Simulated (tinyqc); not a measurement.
# Read current of a NAND string, cells in series solved by shooting: effects of single changes

Cells in series, numbered from 0 at the source line (0 V) to the bit line, each followed by a gap resistance Rg. A cell with gate Vg, threshold VT, source Vs and drain Vd passes I = 2 nf K Vt^2 [F(Vs) - F(Vd)]/(1 + th max(Vg - VT, 0)), F(V) = ln^2(1 + exp((Vg - VT - nf V)/(2 nf Vt))). The selected cell has Vg = Vr, the others Vg = Vp.

Inputs (values chosen for the exercise); values of the order met in vertical NAND strings:
- T = 300 K (temperature)
- K = 12 uA/V^2 (gain factor of a cell)
- nf = 2.3 (slope factor)
- th = 0.08 1/V (mobility reduction factor)
- Rg = 1.9 kohm (resistance of the gap between cells)
- Vbl = 0.7 V (bit-line voltage)
- Vp = 7.2 V (pass voltage)
- Ve = -1.5 V (threshold of an erased cell)
- Vh = 4.4 V (threshold of the highest state)
- Vx = 1.3 V (threshold of the selected cell)
- Is = 20 nA (sensing current)
- Vr = 3.23 V (read voltage on the selected word line)

Constants: q = 1.602176634e-19 C, kB = 1.380649e-23 J/K, Vt = kB T/q. Results are converted to the units shown.

Each table varies one quantity; the others keep the values above.

## Read current against the number of cells

For a trial current I start at 0 V and, cell by cell, solve for the drain: sqrt(F(Vd)) = sqrt(F(Vs) - I/k), k = 2 nf K Vt^2/(1 + th max(Vg - VT, 0)), Vd = [Vg - VT - 2 nf Vt ln(exp(sqrt F) - 1)]/nf, then add I Rg. The string current is the I for which the last node reaches Vbl. The apparent threshold is the Vr at which I = Is. Background: all other cells erased (VT = Ve) or all in the highest state (VT = Vh); ratio and shift are high over erased and high minus erased. The selected cell is in the middle, cell n/2.

Read current against the number of cells:
columns A: n; B: I, others erased (uA); C: I, others high (uA); D: ratio; E: apparent VT, erased (V); F: apparent VT, high (V); G: background shift (mV)
```
A         B        C       D      E      F      G
8     3.069    1.532  0.4994  1.313  1.317  3.747
16    1.820   0.7950  0.4367  1.317  1.324  7.509
32   0.9996   0.4047  0.4048  1.324  1.339  15.08
64   0.5250   0.2041  0.3888  1.337  1.367  30.43
96   0.3559   0.1365  0.3835  1.351  1.397  46.04
128  0.2691   0.1025  0.3808  1.364  1.426  61.94
192  0.1810  0.06843  0.3781  1.391  1.486  94.60
```

Read the table: what changes, and by how much?

With erased neighbours the current falls from 3.07 to 0.181 uA, as n^(-0.75) between the first two rows and n^(-0.98) between the last two (-1 once the series resistance rules). The ratio falls from 0.499 to 0.378 and the background shift rises from 3.75 to 94.6 mV.

## Effect of the pass voltage

Same model as above.

The string has 128 cells and the selected one is cell 64.

Result of one run:
columns A: Vp (V); B: I, others erased (uA); C: I, others high (uA); D: ratio; E: apparent VT, erased (V); F: apparent VT, high (V); G: background shift (mV)
```
A       B       C       D      E      F      G
8  0.2834  0.1344  0.4743  1.362  1.405  43.66
```

What becomes of these results when the pass voltage Vp is changed from 8 to 7.5 V, all else the same?

Result of the changed run:
columns A: Vp (V); B: I, others erased (uA); C: I, others high (uA); D: ratio; E: apparent VT, erased (V); F: apparent VT, high (V); G: background shift (mV)
```
A         B       C       D      E      F      G
7.5  0.2747  0.1150  0.4186  1.363  1.417  53.82
```

The whole series:
columns A: Vp (V); B: I, others erased (uA); C: I, others high (uA); D: ratio; E: apparent VT, erased (V); F: apparent VT, high (V); G: background shift (mV)
```
A         B        C        D      E      F      G
5.5  0.2339  0.02241  0.09581  1.371  1.635  263.6
6    0.2451  0.04525   0.1847  1.369  1.501  132.2
6.5  0.2555  0.07066   0.2765  1.367  1.458  91.54
7    0.2654  0.09381   0.3535  1.365  1.433  68.54
7.5  0.2747   0.1150   0.4186  1.363  1.417  53.82
8    0.2834   0.1344   0.4743  1.362  1.405  43.66
8.5  0.2918   0.1524   0.5222  1.360  1.397  36.28
```

As Vp goes from 5.5 to 8.5 V, the current with erased neighbours rises from 0.234 to 0.292 uA, that with high neighbours rises from 0.0224 to 0.152 uA and the ratio rises from 0.0958 to 0.522. The background shift falls from 264 to 36.3 mV. A higher pass voltage also disturbs erased cells more, which this model leaves out.

Program tinyqc, `OMP_NUM_THREADS=1 python tinyqc.py 2142122 2142123 out.jsonl`; Intel Xeon 2.30GHz, shared host, one thread, about 1 s.
